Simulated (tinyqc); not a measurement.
Trap density from the barrier height.

Question. In a partly depleted grain with all boundary traps filled, 2 N W = Qt and VB = q N W^2/(2 eps0 eps_r). Find Qt, W and the doping at which VB would equal Vt.

Inputs (values chosen for the exercise):

| symbol | value | unit | meaning |
|---|---|---|---|
| T | 300 | K | temperature |
| eps_r | 11.7 |  | relative permittivity |

Constants: q = 1.602176634e-19 C, kB = 1.380649e-23 J/K, Vt = kB T/q, eps0 = 8.8541878128e-14 F/cm where lengths are in cm. Results are converted to the units shown.

doping = 8.5e17 cm^-3
barrier height = 0.15374946 V

Solution. Eliminating W gives VB = q Qt^2/(8 eps0 eps_r N), which falls as 1/N.

Qt = 2.600e12 cm^-2
W = 15.29 nm
doping for VB = Vt = 5.055e18 cm^-3

Computed by the program tinyqc: `OMP_NUM_THREADS=1 python tinyqc.py 2830179 2830180 out.jsonl`, one thread of a shared Intel Xeon 2.30GHz, about 0.01 s for the whole run.
